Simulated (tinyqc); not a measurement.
Worked calculation: field-effect mobility of a thin-film transistor with band-tail and deep states (multiple trapping). Computed by tinyqc, a small Python program that keeps every step. Command: `OMP_NUM_THREADS=1 python tinyqc.py 3022192 3022193 out.jsonl tft walk`. One thread of a shared host (Intel(R) Xeon(R) Processor @ 2.30GHz), about 0.09 s of CPU time with the checks. Intermediate numbers are printed to about 5 digits and carried at full precision; extremes and crossings named in words are read from the listed rows.

A thick film in accumulation at small drain voltage. Only free electrons move; trapped ones still screen the gate. N_c and mu_0 are held fixed when T changes, leaving out the T^(3/2) growth of N_c. x = E_0 - psi is the distance of the Fermi level below the band edge.

Inputs (values chosen for the exercise, modelled on polycrystalline silicon):

| quantity | value | unit |
|---|---|---|
| permittivity eps | 11.7 | - |
| effective density of states N_c | 2.5e+19 | 1/cm^3 |
| band mobility mu_0 | 140 | cm^2/(V s) |
| tail density at the edge g_t | 4.1e+20 | 1/(eV cm^3) |
| tail width E_t | 29 | meV |
| deep-state density g_d | 7e+15 | 1/(eV cm^3) |
| flat-band Fermi level below the edge, E_0 | 0.49 | eV |
| equivalent oxide thickness t | 6 | nm |
| surface band bending psi_s as a fraction of E_0 | 0.85 | - |
| temperature T | 300 | K |

Deep states: included.

Constants: k_B = 8.617333262e-05 eV/K; e = 1.602176634e-19 C; eps_0 = 8.8541878128e-12 F/m.

## Free and trapped densities

F_j(eta) = int_0^infinity x^j/(1 + exp(x - eta)) dx, without a gamma-function factor. Integrals over x = E/(k_B T) use 160 Gauss-Legendre points in u = sqrt(x) from 0 to sqrt(max(eta, 0) + 32). Free n(x) = N_c (2/sqrt(pi)) F_1/2(-x/k_B T), with F_1/2 from its two-term series in exp(-x/k_B T) for x >= 12 k_B T; tail n_t(x) = int_0^1.2eV g_t exp(-E/E_t)/(1 + exp((x - E)/k_B T)) dE, E counted down from the edge, 120 Gauss-Legendre points; deep charge g_d psi; space charge rho(psi) = n + n_t + g_d psi less its value at psi = 0.

Local densities at x = 0.4, 0.3, 0.2, 0.15, 0.1, 0.05, 0 and -0.05 eV:

| x (eV) | n (1/cm^3) | n_t (1/cm^3) | n/(n + n_t) |
|---|---|---|---|
| 0.40 | 4.7669e+12 | 8.3200e+13 | 0.05419 |
| 0.30 | 2.2812e+14 | 2.3108e+15 | 0.08985 |
| 0.20 | 1.0915e+16 | 5.8048e+16 | 0.15827 |
| 0.15 | 7.5438e+16 | 2.6974e+17 | 0.21855 |
| 0.10 | 5.1860e+17 | 1.1298e+18 | 0.31460 |
| 0.05 | 3.4425e+18 | 3.8255e+18 | 0.47365 |
| 0.00 | 1.9129e+19 | 8.4202e+18 | 0.69435 |
| -0.05 | 6.8203e+19 | 1.1149e+19 | 0.85950 |

E_t/k_B T = 1.12: deep in the tail n_t follows exp(-x/E_t), more slowly than n, so the free share grows as the Fermi level rises.

## One gate voltage

Poisson: F(psi) = sqrt((2 e/(eps eps_0)) int_0^psi rho dpsi'); V_G - V_FB = psi_s + eps F(psi_s) t/3.9; free sheet density N_f = int (n - n(E_0))/F dpsi; induced sheet density N_i = eps eps_0 F(psi_s)/e; trapezoid rule on 301 even points in psi, the first interval left out of N_f. mu_eff = mu_0 N_f/N_i; field-effect mobility mu_FE = mu_0 e (dN_f/dV_G)/C_ox and swing S = dV_G/dlog10(N_f), by a central difference of +/- 2 mV in psi_s; C_ox = 3.9 eps_0/t.

surface field = 192.86 kV/cm

V_G - V_FB = 0.76364 V

free sheet density N_f = 3.2164e+11 1/cm^2

induced sheet density N_i = 1.2470e+12 1/cm^2

effective mobility mu_eff = 36.111 cm^2/(V s)

field-effect mobility mu_FE = 45.804 cm^2/(V s)

swing S = 630.38 mV/decade

26 % of the induced charge is free. mu_FE exceeds mu_eff because the free share is still growing with V_G. The swing is 10.59 times the ideal ln(10) k_B T/e.

## Transfer curve

The formulas are those given above.

Against the band bending:

| psi_s (V) | V_G - V_FB (V) | N_f (1/cm^2) | mu_eff (cm^2/(V s)) | mu_FE (cm^2/(V s)) | S (mV/decade) |
|---|---|---|---|---|---|
| 0.17 | 0.1818 | 5.3893e+08 | 1.780 | 0.57 | 85.6 |
| 0.24 | 0.2646 | 4.1406e+09 | 6.566 | 3.45 | 107.8 |
| 0.30 | 0.3569 | 2.0254e+10 | 13.877 | 10.66 | 170.5 |
| 0.35 | 0.4734 | 6.8323e+10 | 21.580 | 21.51 | 285.2 |
| 0.39 | 0.6207 | 1.7436e+11 | 29.453 | 34.39 | 455.1 |
| 0.43 | 0.8560 | 4.3843e+11 | 40.111 | 52.73 | 746.5 |
| 0.47 | 1.2357 | 1.0776e+12 | 54.846 | 77.43 | 1249.2 |
| 0.50 | 1.6545 | 2.0205e+12 | 68.206 | 96.67 | 1875.9 |
| 0.54 | 2.4221 | 4.1304e+12 | 85.530 | 114.87 | 3226.5 |

The steepest swing among the rows is 86 mV/decade. mu_eff climbs from 1.8 to 86, 61 % of mu_0 in the last row. Between rows 6 and 7 N_f scales as (V_G - V_FB - psi_s)^1.53; an exponential tail holding all the charge would give the larger of 1 and 2 E_t/k_B T - 1, here 1.24, and free charge alone 1; charge in deep states makes the exponent larger and lets it vary with V_G.

Checks made by the program: tail integral against adaptive quadrature (relative difference below 1e-10).
